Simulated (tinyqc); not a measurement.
Comparisons within one model: ellipsoidal valleys in the axes of a wafer and a channel. A value that a table varies takes the place of the one given here.

Valleys with axes a along x, y and z, two valleys each; inverse mass tensor w = 1/mt + (1/ml - 1/mt) a a. Device axes: z = nz/|nz|, x = nx/|nx|, y = z cross x; in them a = (ax, ay, az). Confinement mass mz = 1/w_zz. In the plane w_ij is replaced by u_ij = w_ij - w_iz w_jz/w_zz (i, j = x, y); density-of-states mass md = 1/sqrt(det u); conductivity mass along x mc = 1/u_xx; ballistic transport mass mx = u_yy/det u, width mass my = 1/u_yy.

Hard walls: E_n = c (n pi/t)^2/mz, c = hbar^2/2m0, n = 1, 2, 3. Non-degenerate share of a valley proportional to md sum_n exp(-E_n/kT); mean 1/mc = sum of share/mc. 1 nm = 10 angstrom.

Constants: hbar^2/2m0 = 3.80998211 eV angstrom^2; kB = 8.617333262e-05 eV/K.

Values chosen for the exercise (near those of the Delta valleys of Si; not measured data): ml = 0.928 m0 (longitudinal mass); mt = 0.187 m0 (transverse mass); t = 5.8 nm (thickness of the film); T = 400 K (temperature); nz = (1, 1, 0) (surface normal (confinement)); nx = (1, -1, 0) (channel direction).

## Wafer and channel orientation

For each face/channel: the lowest ladder (mz, number of valleys, md, E1, share) and the mean conductivity mass over all valleys.

Results:
```
face/channel     mz  valleys     md  E1 (meV)  share  mean mc
(001)/[110]   0.928        2  0.187      12.0  0.557   0.2272
(110)/[001]   0.311        4  0.323      35.9  0.763   0.2307
(111)/[1-10]  0.255        6  0.357      43.9  1.000   0.2934
(113)/[1-10]  0.539        2  0.245      20.7  0.493   0.2392
(110)/[1-11]  0.311        4  0.323      35.9  0.763   0.3122
(210)/[001]   0.518        2  0.250      21.6  0.486   0.2295
(001)/[100]   0.928        2  0.187      12.0  0.557   0.2272
```

What can be read from the table?

The mean conductivity mass is lowest, 0.2272, for (001)/[110] and (001)/[100] and highest, 0.3122, for (110)/[1-11]; the bulk value is 0.2548. The confinement energy is lowest on the face with the heaviest mz ((001), 12 meV). The density of states of the lowest ladder, valleys times md, runs between 0.374 and 2.141; a small value limits the charge through the quantum capacitance.

## Thickness of the film

Share of the lowest ladder and mean conductivity mass.

Results:
```
t (nm)  lowest E1 (meV)  spread of E1 (meV)  share of the lowest ladder  mean mc
2.0               302.0               200.7                       0.998   0.5554
3.0               134.2                89.2                       0.954   0.5107
4.0                75.5                50.2                       0.869   0.4429
5.0                48.3                32.1                       0.800   0.3991
7.0                24.7                16.4                       0.731   0.3637
10.0               12.1                 8.0                       0.700   0.3496
14.0                6.2                 4.1                       0.680   0.3410
```

What can be read from the table?

The spread falls as 1/t^2 and passes kT = 34.5 meV between t = 4 and 5 nm; the share of the lowest ladder goes from 0.998 to 0.680 and the mean mass goes from 0.5554 to 0.3410, against 0.3358 for equal shares, the limit of a thick film (the bulk value 3/(1/ml + 2/mt) is 0.2548; the two differ since axes are tilted in the x-z plane and in a quantised film no valley carries current across it; once scattering blurs the subbands the bulk value returns). Three subbands a valley become too few once E3 nears kT. In the thinnest rows E1 (302 meV) is beyond the parabolic range.

## What each parameter does

Lowest E1, its share and the mean conductivity mass. Each row changes one parameter from the base and keeps the others.

Results:
```
case           lowest E1 (meV)   share  mean mc (m0)
base                     35.91  0.7629        0.3793
ml = 0.835 m0            36.58  0.7606        0.3612
mt = 0.168 m0            39.29  0.7772        0.3644
t = 5.22 nm              44.33  0.7879        0.3926
T = 440 K                35.91  0.7533        0.3745
```

How do the results move?

The largest shifts from the base row, up to three for each result and ties (the steps differ in size, so this ranks the rows, not the parameters). lowest E1 (meV): t +8.42, mt +3.38, ml +0.67; unchanged at the printed digits by T. share: t +0.0251, mt +0.0143, T -0.0096. mean mc (m0): ml -0.0181, mt -0.0149, t +0.0133.

Program tinyqc; command `OMP_NUM_THREADS=1 python tinyqc.py 1850849 1850850 out.jsonl`; about 0.01 s on one thread of a shared Intel(R) Xeon(R) Processor @ 2.30GHz.
